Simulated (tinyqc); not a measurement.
# Collinear exchange A + BC -> AB + C on a London-Eyring-Polanyi-Sato surface: saddle, string of images and rate, step by step

A worked calculation. Computed by tinyqc, a small Python program that keeps every step. Command: `OMP_NUM_THREADS=1 python tinyqc.py 3111964 3111965 out.jsonl leps walk`. One thread of a shared host (Intel(R) Xeon(R) Processor @ 2.30GHz), about 0.06 s of CPU time with the checks. Intermediate numbers are printed to about 5 digits and carried at full precision; extremes and crossings named in words are read from the listed rows.

x = r(AB), y = r(BC), r(AC) = x + y. V is counted from separated atoms, the barrier from A + BC, that is V + D(BC).

Inputs (values chosen for the exercise, for a model exchange):

| quantity | value | unit |
|---|---|---|
| D(AB) | 3.76 | eV |
| r0(AB) | 1.39 | angstrom |
| beta(AB) | 1.66 | 1/angstrom |
| D(BC) | 3.23 | eV |
| r0(BC) | 1.08 | angstrom |
| beta(BC) | 1.87 | 1/angstrom |
| D(AC) | 3.07 | eV |
| r0(AC) | 1.34 | angstrom |
| beta(AC) | 1.61 | 1/angstrom |
| Sato parameter S | 0.16 | - |
| mass of A | 19 | u |
| mass of B | 1.008 | u |
| mass of C | 35 | u |
| temperature T | 900 | K |
| step of the string | 0.01 | angstrom^2/eV |

Constants: nu for 1 eV/(angstrom^2 u) = 15.6333042 THz; h x 1 THz = 4.135667696 meV; k_B = 1.380649e-23 J/K; u = 1.6605390666e-27 kg; k_B = 8.617333262e-05 eV/K.

## One point of the surface

For each pair, with u = exp(-beta (r - r0)): Q = D [(3 + S) u^2 - (2 + 6 S) u]/(4 (1 + S)), J = D [(1 + 3 S) u^2 - (6 + 2 S) u]/(4 (1 + S)); V = Q1 + Q2 + Q3 - sqrt(((J1 - J2)^2 + (J2 - J3)^2 + (J3 - J1)^2)/2). Take x = r0(AB) + 0.3 and y = r0(BC) + 0.1 angstrom.

Pair terms:

| pair | u | Q (eV) | J (eV) |
|---|---|---|---|
| AB | 0.60774 | -0.51195 | -2.6695 |
| BC | 0.82944 | -0.19571 | -2.9403 |
| AC | 0.08515 | -0.15161 | -0.3490 |

V = -3.3264 eV

## Relaxing the string

String of 9 images between the fixed ends (r0(AB) + 2, r0(BC)) and (r0(AB), r0(BC) + 2), started on the two straight legs through (r0(AB) + 0.3, r0(BC) + 0.3): each iteration moves the inner images by -step x gradient (central differences) and spaces them evenly again along the broken line (coordinates are kept between 0.2 and 8 angstrom); stop when no coordinate changes by more than 1e-5 angstrom, at most 400 iterations.

Course:

| iteration | highest inner image above A + BC (eV) | largest move (angstrom) |
|---|---|---|
| 1 | 0.23382 | 2.2064e-02 |
| 2 | 0.19707 | 2.0835e-02 |
| 3 | 0.16445 | 1.9290e-02 |
| 4 | 0.13604 | 1.7617e-02 |
| 5 | 0.11174 | 1.5924e-02 |
| 6 | 0.09132 | 1.4272e-02 |
| 7 | 0.07444 | 1.2696e-02 |
| ... | ... | ... |
| 64 | 0.02311 | 1.9099e-05 |
| 65 | 0.02311 | 1.7044e-05 |
| 66 | 0.02311 | 1.5209e-05 |
| 67 | 0.02311 | 1.3571e-05 |
| 68 | 0.02311 | 1.2109e-05 |
| 69 | 0.02311 | 1.0804e-05 |
| 70 | 0.02311 | 9.6393e-06 |

Images at the end:

| image | x (angstrom) | y (angstrom) | V + D(BC) (eV) |
|---|---|---|---|
| 0 | 3.3900 | 1.0800 | 0.00653 |
| 1 | 2.9306 | 1.0813 | 0.01321 |
| 2 | 2.4713 | 1.0862 | 0.02311 |
| 3 | 2.0128 | 1.1132 | 0.01161 |
| 4 | 1.5851 | 1.2806 | -0.19469 |
| 5 | 1.4096 | 1.7024 | -0.43340 |
| 6 | 1.3927 | 2.1613 | -0.49785 |
| 7 | 1.3906 | 2.6206 | -0.51828 |
| 8 | 1.3900 | 3.0800 | -0.52539 |

last move = 9.6393e-06 angstrom

Converged in 70 iterations.

## Saddle by Newton steps

From the highest inner image, z -> z - H^-1 g with gradient g and Hessian H by central differences, steps capped at 0.15 angstrom, 12 steps.

The first seven points:

| step | x | y | V + D(BC) (eV) | \|g\| (eV/angstrom) |
|---|---|---|---|---|
| 0 | 2.4713 | 1.0862 | 0.023109 | 1.8924e-02 |
| 1 | 2.3214 | 1.0894 | 0.025046 | 2.2904e-02 |
| 2 | 2.2940 | 1.0914 | 0.025086 | 1.4814e-03 |
| 3 | 2.2966 | 1.0914 | 0.025087 | 1.0536e-05 |
| 4 | 2.2966 | 1.0914 | 0.025087 | 0 |
| 5 | 2.2966 | 1.0914 | 0.025087 | 0 |
| 6 | 2.2966 | 1.0914 | 0.025087 | 0 |

saddle (x, y) (angstrom): 2.2966  1.0914

barrier = 0.025087 eV

Hessian (eV/angstrom^2):
```
        x       y
x  -0.147   0.859
y   0.859  20.652
```

The highest image lies 2.0 meV below the saddle. Stretches at the saddle: AB 0.907, BC 0.011 angstrom, for a reaction energy D(BC) - D(AB) = -0.53 eV: an early barrier for an exothermic step.

## Frequencies at the saddle

Wilson matrix G = [[1/m_A + 1/m_B, -1/m_B], [-1/m_B, 1/m_B + 1/m_C]]; eigenvalues lambda of G H give nu = 15.6333042 THz x sqrt(|lambda|), the negative one being imaginary. Reactant: nu_BC from k = 2 D beta^2 and 1/m_B + 1/m_C. Skew angle: cos = sqrt(m_A m_C/((m_A + m_B)(m_B + m_C))).

imaginary frequency = 1.9823 THz

real frequency at the saddle = 68.567 THz

nu_BC = 75.066 THz

skew angle = 16.106 degrees

## Transition-state rate

One-dimensional rate constant without tunnelling, k = sqrt(k_B T/(2 pi mu)) [sinh(h nu_BC/(2 k_B T))/sinh(h nu_s/(2 k_B T))] exp(-barrier/(k_B T)) with mu = m_A (m_B + m_C)/(m_A + m_B + m_C); Wigner factor 1 + (h nu_i/(k_B T))^2/24; adiabatic barrier = barrier + h (nu_s - nu_BC)/2.

adiabatic barrier = 0.011648 eV

rate constant k = 26836 cm/s

Wigner factor = 1.0005

Caution: the adiabatic barrier is below k_B T, so the saddle is a poor dividing surface.

## Rate against temperature

The formulas are those given above.

Rates; the last column is k_B T^2 d ln k/dT:

| T (K) | k (cm/s) | Wigner factor | activation energy (eV) |
|---|---|---|---|
| 300 | 11386 | 1.0042 | 0.02458 |
| 400 | 14716 | 1.0024 | 0.02892 |
| 550 | 18940 | 1.0012 | 0.03562 |
| 750 | 23691 | 1.0007 | 0.04496 |
| 1000 | 28790 | 1.0004 | 0.05700 |
| 1400 | 35780 | 1.0002 | 0.07621 |
| 2000 | 44603 | 1.0001 | 0.10423 |

The activation energy goes from 0.025 eV at 300 K, near the adiabatic barrier plus k_B T/2 (0.025), to 0.104 eV at 2000 K; the classical limit is the barrier plus k_B T/2 (0.111).

Checks made by the program: V for A far away against -D(BC) (relative difference below 1e-10).
